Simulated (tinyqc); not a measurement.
Ion-assisted plasma etching: sheath, surface coverage, synergy and aspect-ratio dependence: one step, computed by the program tinyqc. Command: `OMP_NUM_THREADS=1 python tinyqc.py 3021109 3021110 out.jsonl etch walk`. One thread of a shared host (Intel(R) Xeon(R) Processor @ 2.30GHz), about 0.04 s of CPU time with the checks.

Radicals adsorb on bare sites; ions remove covered sites with a high yield and bare sites by sputtering; a slow spontaneous reaction acts everywhere, walls included.

Task: Open-field etch rate. Steady coverage: s G_n (1 - theta) = x Y G_i theta; removal flux = Y G_i theta + Y_p G_i (1 - theta) + k_c G_n; rate = flux/N, 1 cm/s = 6e8 nm/min. Lateral rate = k_c G_n/N; anisotropy = 1 - lateral/vertical; synergy = vertical/(ions alone + radicals alone), with ions alone Y_p G_i/N and radicals alone the lateral rate.

Inputs (values chosen for the exercise, close to those used for silicon in a halogen plasma): gas temperature T_g = 500 K; sticking coefficient s = 0.18; radicals per removed unit x = 3; spontaneous reaction probability k_c = 8.2e-05; solid density N = 5e+22 1/cm^3.

Feature: round hole.

yield Y = 2.776206

sputter yield Y_p = 0.1050219

ion flux G_i = 2.267063e+16 1/(cm^2 s)

radical flux G_n = 2.866931e+16 1/(cm^2 s)

Give: coverage theta; vertical rate; lateral rate; anisotropy; synergy.

Result:

coverage theta = 0.026604

vertical rate = 47.932 nm/min

lateral rate = 0.028211 nm/min

anisotropy = 0.99941

synergy = 1.6760

The surface is nearly bare: radicals limit the ion-assisted part, and sputtering gives 58 % of the rate.
